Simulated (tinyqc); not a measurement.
Specific resistance of a metal-semiconductor contact and its transmission-line measurement. Changing the doping N. Computed by tinyqc, a small Python program. Command: `OMP_NUM_THREADS=1 python tinyqc.py 3004977 3004978 out.jsonl contact sweep`. One thread of a shared host (Intel(R) Xeon(R) Processor @ 2.30GHz), about 0.01 s of CPU time with the checks.

The barrier is parabolic (depletion approximation), energies E are normal energies counted from the band edge in the neutral semiconductor (downwards for holes), and the bias is zero. xi is an input, held fixed when other inputs move.

Inputs (values chosen for the exercise, modelled on n-type GaAs):
```
quantity                                         value          unit
tunnelling mass m                                0.065           m_0
permittivity eps                                  12.9             -
Richardson constant A*                            8.22  A/(cm^2 K^2)
barrier height phi_B                              0.89            eV
Fermi level above the band edge in the bulk, xi   0.09            eV
temperature T                                      400             K
```

Image-force lowering: included.

Constants: hbar = 1.054571817e-34 J s; eps_0 = 8.8541878128e-12 F/m; m_0 = 9.1093837015e-31 kg; k_B = 8.617333262e-05 eV/K; e = 1.602176634e-19 C.

Method:
- E_00 = (e hbar/2) sqrt(N/(eps eps_0 m)); band bending E_b = phi_B + xi; depletion width w = sqrt(2 eps eps_0 E_b/(e^2 N)). Image lowering d_phi = (e^3 N E_b/(8 pi^2 (eps eps_0)^3))^(1/4) (E_b in volts), and E_b - d_phi replaces E_b everywhere except in w.
- WKB transmission for E < E_b, with a = E/E_b: D = exp{-(E_b/E_00) [sqrt(1 - a) - a ln((1 + sqrt(1 - a))/sqrt(a))]}; D = 1 above.
- At zero bias 1/rho_c = (e A*/k_B^2) int D(E) f(E) dE, f = 1/(1 + exp((E - xi)/k_B T)); 200 Gauss-Legendre points from 0 to E_b, and k_B T ln(1 + exp((xi - E_b)/k_B T)) for the part above the barrier; the share of tunnelling is the part below.

One run for each value; columns: (1) doping N (1/cm^3); (2) specific contact resistance rho_c (ohm cm^2); (3) E_00/k_B T; (4) share of tunnelling (%); (5) depletion width (nm):
```
(1)             (2)    (3)     (4)    (5)
1.00e+17  2.603e+02  0.186   78.84  118.2
1.90e+17  1.246e+02  0.256   87.41   85.8
3.60e+17  4.596e+01  0.353   94.02   62.3
6.70e+17  1.202e+01  0.481   97.91   45.7
1.30e+18  1.617e+00  0.671   99.60   32.8
2.40e+18  1.321e-01  0.911   99.95   24.1
4.50e+18  6.092e-03  1.248  100.00   17.6
8.40e+18  2.872e-04  1.705  100.00   12.9
1.60e+19  1.918e-05  2.353  100.00    9.3
3.00e+19  2.382e-06  3.222  100.00    6.8
```

Over the rows, specific contact resistance rho_c (ohm cm^2) falls from 260 to 2.38e-6 (exponent d ln y / d ln x -1.1 between the first rows and -3.3 between the last); E_00/k_B T rises from 0.186 to 3.22 (exponent d ln y / d ln x about 0.50 throughout); share of tunnelling (%) rises from 78.8 to 100.0. The exponent of depletion width stays at -0.50: the depletion approximation. xi is held fixed. Doping thins the barrier, and the tunnelling exponent, of order phi_B/E_00, falls as N^(-1/2).
